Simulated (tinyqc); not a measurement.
Transfer curve: field-effect mobility of a thin-film transistor with band-tail and deep states (multiple trapping). Computed by tinyqc, a small Python program. Command: `OMP_NUM_THREADS=1 python tinyqc.py 3015513 3015514 out.jsonl tft walk`. One thread of a shared host (Intel(R) Xeon(R) Processor @ 2.30GHz), about 0.07 s of CPU time with the checks.

A thick film in accumulation at small drain voltage. Only free electrons move; trapped ones still screen the gate. N_c and mu_0 are held fixed when T changes, leaving out the T^(3/2) growth of N_c. x = E_0 - psi is the distance of the Fermi level below the band edge.

Inputs (values chosen for the exercise, modelled on an amorphous In-Ga-Zn oxide):
```
quantity                                     value         unit
permittivity eps                              11.5            -
effective density of states N_c            5.3e+18       1/cm^3
band mobility mu_0                              16   cm^2/(V s)
tail density at the edge g_t               3.2e+19  1/(eV cm^3)
tail width E_t                                  30          meV
deep-state density g_d                     2.5e+16  1/(eV cm^3)
flat-band Fermi level below the edge, E_0     0.39           eV
equivalent oxide thickness t                   7.7           nm
temperature T                                  250            K
```

Deep states: included.

Constants: k_B = 8.617333262e-05 eV/K; e = 1.602176634e-19 C; eps_0 = 8.8541878128e-12 F/m.

Method:
- F_j(eta) = int_0^infinity x^j/(1 + exp(x - eta)) dx, without a gamma-function factor.
- Integrals over x = E/(k_B T) use 160 Gauss-Legendre points in u = sqrt(x) from 0 to sqrt(max(eta, 0) + 32).
- Free n(x) = N_c (2/sqrt(pi)) F_1/2(-x/k_B T), with F_1/2 from its two-term series in exp(-x/k_B T) for x >= 12 k_B T; tail n_t(x) = int_0^1.2eV g_t exp(-E/E_t)/(1 + exp((x - E)/k_B T)) dE, E counted down from the edge, 120 Gauss-Legendre points; deep charge g_d psi; space charge rho(psi) = n + n_t + g_d psi less its value at psi = 0.
- Poisson: F(psi) = sqrt((2 e/(eps eps_0)) int_0^psi rho dpsi'); V_G - V_FB = psi_s + eps F(psi_s) t/3.9; free sheet density N_f = int (n - n(E_0))/F dpsi; induced sheet density N_i = eps eps_0 F(psi_s)/e; trapezoid rule on 301 even points in psi, the first interval left out of N_f.
- mu_eff = mu_0 N_f/N_i; field-effect mobility mu_FE = mu_0 e (dN_f/dV_G)/C_ox and swing S = dV_G/dlog10(N_f), by a central difference of +/- 2 mV in psi_s; C_ox = 3.9 eps_0/t.

Against the band bending:
```
psi_s (V)  V_G - V_FB (V)  N_f (1/cm^2)  mu_eff (cm^2/(V s))  mu_FE (cm^2/(V s))  S (mV/decade)
0.14               0.1607    1.4163e+08           3.9071e-02          2.6008e-02           71.7
0.20               0.2326    1.4087e+09           2.4670e-01          2.4785e-01           74.9
0.24               0.2867    6.5058e+09           7.9703e-01          9.4403e-01           90.8
0.28               0.3553    2.7745e+10           2.1061e+00          2.7209e+00          134.3
0.31               0.4276    7.6173e+10           3.7031e+00          4.9332e+00          203.3
0.34               0.5340    1.9509e+11           5.7483e+00          7.7139e+00          333.0
0.37               0.7000    4.6423e+11           8.0412e+00          1.0557e+01          578.9
0.40               0.9592    9.9957e+11           1.0217e+01          1.2739e+01         1032.8
0.43               1.3324    1.8777e+12           1.1894e+01          1.3960e+01         1770.2
```

What follows from these numbers?

The steepest swing among the rows is 72 mV/decade. mu_eff climbs from 0.039 to 12, 74 % of mu_0 in the last row. Between rows 6 and 7 N_f scales as (V_G - V_FB - psi_s)^1.63; an exponential tail holding all the charge would give the larger of 1 and 2 E_t/k_B T - 1, here 1.79, and free charge alone 1; charge in deep states makes the exponent larger and lets it vary with V_G.
